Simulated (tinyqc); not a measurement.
Inside a calculation. Method: CIS on RHF in the sto-6g basis, for H3-, spin multiplicity 1. The basis has no diffuse functions, so it cannot describe the extra electron: this is an exercise in the method, not the real anion. One step of it, computed by the program tinyqc.

Question. CIS triplet states. Diagonalise A (1 hartree = 27.211386 eV); each vector has its largest component positive (the first on a tie).

CIS matrix A, triplet (hartree):
```
          1>3       2>3
1>3  0.891352  0.000006
2>3  0.000006  0.484817
```

Give: triplet excitation energies; lowest vectors.

Answer.

triplet excitation energies (eV): 13.1926  24.2549

lowest vectors:
```
     state 1  state 2
1>3   0.0000   1.0000
2>3   1.0000   0.0000
```
